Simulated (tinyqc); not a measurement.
Virtual-crystal alloy A(1-x)B(x) in sp3s* tight binding: one step. Levels at L. Four cases, with inputs chosen for the exercise.

Question. Diagonalise H; four bands are filled. The top of the valence band is the lower p root at Gamma.

Case 1.

H (eV), lower triangle (Hermitian):
```
                      sa                   xa                   ya                   za                  s*a
sa             -8.267750
xa                     0             1.066060
ya                     0                    0             1.066060
za                     0                    0                    0             1.066060
s*a                    0                    0                    0                    0             8.587730
sc   -2.372301-2.372301i   2.096498+2.096498i   2.096498+2.096498i   2.096498+2.096498i                    0
xc   -1.562936-1.562936i   0.710372+0.710372i  -1.802277-1.802277i  -1.802277-1.802277i  -1.700919-1.700919i
yc   -1.562936-1.562936i  -1.802277-1.802277i   0.710372+0.710372i  -1.802277-1.802277i  -1.700919-1.700919i
zc   -1.562936-1.562936i  -1.802277-1.802277i  -1.802277-1.802277i   0.710372+0.710372i  -1.700919-1.700919i
s*c                    0   1.728695+1.728695i   1.728695+1.728695i   1.728695+1.728695i                    0

            sc        xc        yc        zc       s*c
sc   -2.529390
xc           0  3.780010
yc           0         0  3.780010
zc           0         0         0  3.780010
s*c          0         0         0         0  6.839120
```

p roots (eV): -0.001508  4.847578

Case 2.

H (eV), lower triangle (Hermitian):
```
                      sa                   xa                   ya                   za                  s*a
sa             -7.486850
xa                     0             0.885050
ya                     0                    0             0.885050
za                     0                    0                    0             0.885050
s*a                    0                    0                    0                    0             6.948450
sc   -2.184959-2.184959i   1.700080+1.700080i   1.700080+1.700080i   1.700080+1.700080i                    0
xc   -1.727988-1.727988i   0.574173+0.574173i  -1.502296-1.502296i  -1.502296-1.502296i  -1.756990-1.756990i
yc   -1.727988-1.727988i  -1.502296-1.502296i   0.574173+0.574173i  -1.502296-1.502296i  -1.756990-1.756990i
zc   -1.727988-1.727988i  -1.502296-1.502296i  -1.502296-1.502296i   0.574173+0.574173i  -1.756990-1.756990i
s*c                    0   1.516961+1.516961i   1.516961+1.516961i   1.516961+1.516961i                    0

            sc        xc        yc        zc       s*c
sc   -3.707250
xc           0  3.020850
yc           0         0  3.020850
zc           0         0         0  3.020850
s*c          0         0         0         0  6.091750
```

p roots (eV): 0.009292  3.896608

Case 3.

H (eV), lower triangle (Hermitian):
```
                      sa                   xa                   ya                   za                  s*a
sa             -4.841140
xa                     0             1.674200
ya                     0                    0             1.674200
za                     0                    0                    0             1.674200
s*a                    0                    0                    0                    0             6.582040
sc   -2.721099-2.721099i   1.987874+1.987874i   1.987874+1.987874i   1.987874+1.987874i                    0
xc   -1.987874-1.987874i   0.592236+0.592236i  -1.658823-1.658823i  -1.658823-1.658823i  -1.878163-1.878163i
yc   -1.987874-1.987874i  -1.658823-1.658823i   0.592236+0.592236i  -1.658823-1.658823i  -1.878163-1.878163i
zc   -1.987874-1.987874i  -1.658823-1.658823i  -1.658823-1.658823i   0.592236+0.592236i  -1.878163-1.878163i
s*c                    0   1.878163+1.878163i   1.878163+1.878163i   1.878163+1.878163i                    0

            sc        xc        yc        zc       s*c
sc   -4.841140
xc           0  1.674200
yc           0         0  1.674200
zc           0         0         0  1.674200
s*c          0         0         0         0  6.582040
```

p roots (eV): -0.000897  3.349297

Case 4.

H (eV), lower triangle (Hermitian):
```
                      sa                   xa                   ya                   za                  s*a
sa             -8.241440
xa                     0             0.960360
ya                     0                    0             0.960360
za                     0                    0                    0             0.960360
s*a                    0                    0                    0                    0             7.443960
sc   -2.205487-2.205487i   1.940336+1.940336i   1.940336+1.940336i   1.940336+1.940336i                    0
xc   -1.521267-1.521267i   0.660149+0.660149i  -1.544092-1.544092i  -1.544092-1.544092i  -1.442780-1.442780i
yc   -1.521267-1.521267i  -1.544092-1.544092i   0.660149+0.660149i  -1.544092-1.544092i  -1.442780-1.442780i
zc   -1.521267-1.521267i  -1.544092-1.544092i  -1.544092-1.544092i   0.660149+0.660149i  -1.442780-1.442780i
s*c                    0   1.620384+1.620384i   1.620384+1.620384i   1.620384+1.620384i                    0

            sc        xc        yc        zc       s*c
sc   -1.719720
xc           0  3.630960
yc           0         0  3.630960
zc           0         0         0  3.630960
s*c          0         0         0         0  6.716920
```

p roots (eV): 0.000143  4.591177

Give: levels; gap from the valence top to L.

Answer.

Case 1.

levels (eV): -10.8275  -6.9664  -1.3807  -1.3807  1.8744  3.8780  6.2267  6.2267  9.4283  12.0889

gap from the valence top to L = 1.8759 eV

Case 2.

levels (eV): -10.4317  -6.5609  -1.1718  -1.1718  1.0586  2.7618  5.0777  5.0777  8.1747  10.7495

gap from the valence top to L = 1.0494 eV

Case 3.

levels (eV): -10.3144  -7.3967  -1.5093  -1.5093  1.8168  2.4848  4.8577  4.8577  8.9889  11.2508

gap from the valence top to L = 1.8177 eV

Case 4.

levels (eV): -10.4674  -6.1162  -1.0956  -1.0956  2.1563  3.6740  5.6869  5.6869  8.8029  10.7414

gap from the valence top to L = 2.1562 eV

Computed by tinyqc, one run a case: `OMP_NUM_THREADS=1 python tinyqc.py N N+1 out.jsonl` with N = 1451717, 1452459, 1452529, 1452565; one thread of a shared Intel(R) Xeon(R) Processor @ 2.30GHz, about 0.1 s a run at most.
